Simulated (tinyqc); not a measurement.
Epitaxial growth on a vicinal surface: Burton-Cabrera-Frank step flow, step-edge barrier and island nucleation: one step, computed by the program tinyqc. Command: `OMP_NUM_THREADS=1 python tinyqc.py 3000223 3000224 out.jsonl stepflow walk`. One thread of a shared host (Intel(R) Xeon(R) Processor @ 2.30GHz), about 0.04 s of CPU time with the checks.

Adatoms land at rate F, hop on a square grid (a simplification for hexagonal faces), desorb, or join steps. Lengths are in units of a and n is the adatom coverage. Steps ascend at x = 0 and descend at x = l.

Task: Terrace solution. D n'' - n/tau + F = 0 with n(0) = n_eq and -l_s n'(l) = n(l) - n_eq. With u = n - F tau, A = n_eq - F tau, y = l/x_s, s = l_s/x_s: u = A cosh(x/x_s) + B sinh(x/x_s), B = A (1 - cosh y - s sinh y)/(sinh y + s cosh y). Flux into the ascending step J+ = D B/x_s, over the descending one J- = -(D/x_s)(A sinh y + B cosh y); step velocity J+ + J-; growth rate (J+ + J-)/l. For small y: J+ + J- = (F - n_eq/tau) l, J-/J+ = l/(l + 2 l_s). The coverage peaks where n' = 0, tanh(x/x_s) = -B/A.

Inputs (values chosen for the exercise, close to those used for GaN(0001)):

| quantity | value | unit |
|---|---|---|
| deposition rate F | 4.5 | layers/s |
| temperature T | 1000 | C |
| critical nucleus size i | 2 | - |
| binding energy of the critical nucleus E_i | 0.76 | eV |

D = 5.634188e+07 a^2/s

lifetime tau = 0.04591519 s

diffusion length x_s = 1608.399 a

equilibrium coverage n_eq = 1.028670e-05

terrace width l = 93.03593 a

Schwoebel length l_s = 0.7436896 a

Give: J+; J-; growth rate; peak coverage; position of the peak.

Result:

J+ = 210.9 atoms per step site and s

J- = 207.6 atoms per step site and s

growth rate = 4.498 layers/s

peak coverage = 9.804e-05

position of the peak = 46.89 a

Caution: twice the distance from the ascending step to the coverage peak exceeds the expected island spacing [0.25 (F/D)^(i/(i+2)) exp(E_i/((i+2) k_B T))]^(-1/2) by 40 % or more, so islands nucleate and the step-flow values are formal.
